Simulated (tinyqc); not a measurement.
# Double-gate transistor below threshold, two-dimensional Poisson equation on a small mesh: effects of single changes

Half of a symmetric double-gate structure: row 0 is the mid-plane of the body, where the normal field vanishes. Mobile charge is neglected (subthreshold), the body is fully depleted, and potentials are counted from the intrinsic level; rows run upward to the gate, columns from source to drain.

Parameters, values chosen for the exercise; semiconductor permittivity close to that of In0.53Ga0.47As:
```
symbol   value   unit                                     meaning
T          325      K                                 temperature
eps_r     13.7         relative permittivity of the semiconductor
eox         25             relative permittivity of the insulator
tb           5     nm                     half the body thickness
tox        4.8     nm                         insulator thickness
L           29     nm                              channel length
Na      5.1e17  cm^-3       acceptor density of the depleted body
Vbi       0.54      V                     potential of the source
Vfb       0.06      V                                 gate offset
Vg           0      V                                gate voltage
Vd           1      V                               drain voltage
```

Constants: q = 1.602176634e-19 C, kB = 1.380649e-23 J/K, Vt = kB T/q, eps0 = 8.8541878128e-14 F/cm where lengths are in cm. Results are converted to the units shown.

Each table varies one quantity; the others keep the values above.

## Effect of the channel length

Mesh: rows i = 0..12 in the semiconductor (step hs = tb/12, row 12 on the interface), then 8 step(s) ho = tox/8 up to the gate row 20; columns j = 0..80 (step hy = L/80). Box integration, divided by eps0: up_i = eps hy/h of the interval above row i, dn_i = that of the interval below (0 for row 0), lat_i = (sum of eps h/2 over the intervals above and below)/hy, s_i = -q Na w_i hy/eps0 with w_i the semiconductor height of the box (hs/2 for row 0 and the interface row, hs between, 0 in the insulator). Each free node obeys (up + dn + 2 lat) psi = up psi(above) + dn psi(below) + lat [psi(left) + psi(right)] + s. Fixed values: gate row Vg - Vfb; column 0 at Vbi and the last column at Vbi + Vd in the semiconductor, each running linearly to Vg - Vfb across the insulator. The system is solved directly. On row 0 the minimum of psi and its place come from a parabola through the three lowest nodes; barrier = Vbi - minimum, swing = Vt ln 10/(d psi/dVg), DIBL = (d psi/dVd)/(d psi/dVg) there. Lambda = pi/k with k the smallest positive root of tan(k tox) tan(k tb) = eox/eps_r.

Result of one run:

| L (nm) | L/Lambda | barrier (V) | place y/L | swing (mV/decade) | DIBL (mV/V) |
|---|---|---|---|---|---|
| 18 | 1.091 | 0.2003 | 0.3347 | 127.2 | 225.8 |

What becomes of these results when the channel length L is changed from 18 to 15 nm, all else the same?

Result of the changed run:

| L (nm) | L/Lambda | barrier (V) | place y/L | swing (mV/decade) | DIBL (mV/V) |
|---|---|---|---|---|---|
| 15 | 0.9096 | 0.09382 | 0.2745 | 184.7 | 354.4 |

The whole series:

| L (nm) | L/Lambda | barrier (V) | place y/L | swing (mV/decade) | DIBL (mV/V) |
|---|---|---|---|---|---|
| 15 | 0.9096 | 0.09382 | 0.2745 | 184.7 | 354.4 |
| 18 | 1.091 | 0.2003 | 0.3347 | 127.2 | 225.8 |
| 22 | 1.334 | 0.3211 | 0.3752 | 97.81 | 132.3 |
| 27 | 1.637 | 0.4293 | 0.4026 | 81.98 | 72.63 |
| 32 | 1.940 | 0.4994 | 0.4193 | 74.39 | 41.81 |
| 39 | 2.365 | 0.5564 | 0.4345 | 69.23 | 20.20 |
| 48 | 2.911 | 0.5914 | 0.4470 | 66.42 | 8.267 |
| 58 | 3.517 | 0.6073 | 0.4561 | 65.22 | 3.143 |

As L goes from 15 to 58 nm, the barrier rises from 0.0938 to 0.607 V, the swing falls from 185 to 65.2 mV a decade and DIBL falls from 354 to 3.14 mV/V; the ideal swing is 64.5. L/Lambda goes from 0.91 to 3.5. Between the last two rows DIBL decays with a length of 10.3 nm; 2 Lambda/pi is 10.5 nm. At L = 15 nm the barrier is under 6 Vt, so mobile charge, neglected here, begins to count.

## Effect of the gate voltage

Same model as above.

Effect of the gate voltage:

| Vg (V) | L/Lambda | barrier (V) | place y/L | swing (mV/decade) | DIBL (mV/V) |
|---|---|---|---|---|---|
| -0.2 | 1.758 | 0.6265 | 0.4256 | 77.75 | 62.75 |
| -0.12 | 1.758 | 0.5602 | 0.4202 | 77.94 | 61.01 |
| -0.04 | 1.758 | 0.4941 | 0.4138 | 78.19 | 59.05 |
| 0.04 | 1.758 | 0.4283 | 0.4062 | 78.50 | 56.83 |
| 0.12 | 1.758 | 0.3627 | 0.3971 | 78.93 | 54.25 |
| 0.2 | 1.758 | 0.2976 | 0.3856 | 79.52 | 51.25 |

As Vg goes from -0.2 to 0.2 V, the barrier falls from 0.626 to 0.298 V, the swing rises from 77.8 to 79.5 mV a decade and DIBL falls from 62.7 to 51.2 mV/V; the ideal swing is 64.5. The barrier top moves from y/L = 0.426 to 0.386, towards the source.

## Effect of half the body thickness

Same model as above.

Results:

| tb (nm) | L/Lambda | barrier (V) | place y/L | swing (mV/decade) | DIBL (mV/V) |
|---|---|---|---|---|---|
| 2 | 2.428 | 0.5598 | 0.4358 | 67.98 | 14.80 |
| 2.6 | 2.275 | 0.5460 | 0.4315 | 69.29 | 20.33 |
| 3.5 | 2.062 | 0.5194 | 0.4243 | 71.92 | 31.40 |
| 6.1 | 1.575 | 0.4110 | 0.3983 | 84.86 | 84.24 |
| 8 | 1.324 | 0.3189 | 0.3747 | 100.4 | 143.4 |

Estimate the missing row, tb = 4.6 nm.

Computed row:

| tb (nm) | L/Lambda | barrier (V) | place y/L | swing (mV/decade) | DIBL (mV/V) |
|---|---|---|---|---|---|
| 4.6 | 1.833 | 0.4781 | 0.4142 | 76.36 | 49.86 |

With this row back in the table: As tb goes from 2 to 8 nm, the barrier falls from 0.560 to 0.319 V, the swing rises from 68.0 to 100 mV a decade and DIBL rises from 14.8 to 143 mV/V; the ideal swing is 64.5. L/Lambda goes from 2.4 to 1.3. At tb = 2 nm the body is under 5 nm thick, where quantum confinement matters.

Computed by the program tinyqc: `OMP_NUM_THREADS=1 python tinyqc.py 2480006 2480007 out.jsonl`, one thread of a shared Intel Xeon 2.30GHz, about 0.1 s for the whole run.
